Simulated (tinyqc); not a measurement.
Weibull slope from two areas.

Inverse problem. Oxide breakdown times follow a Weibull law, F = 1 - exp(-(t/t63)^beta). For defects spread at random t63 goes as A^(-1/beta). Find beta and the time at which the share Fp of the area-A2 devices has failed, t63(A2) (-ln(1 - Fp))^(1/beta).

Inputs (values chosen for the exercise): area of a test capacitor A1 = 41 um^2; gate area of the product A2 = 1.4e6 um^2; allowed share of failed products Fp = 1e-5.

t63 at the areas A1 and A2 (s): 98  0.056639980

Answer. beta = ln(A2/A1)/ln(t63(A1)/t63(A2)).

beta = 1.400
time to Fp = 1.519e-5 s

Computed by the program tinyqc: `OMP_NUM_THREADS=1 python tinyqc.py 2070021 2070022 out.jsonl`, one thread of a shared Intel Xeon 2.30GHz, about 0.01 s for the whole run.
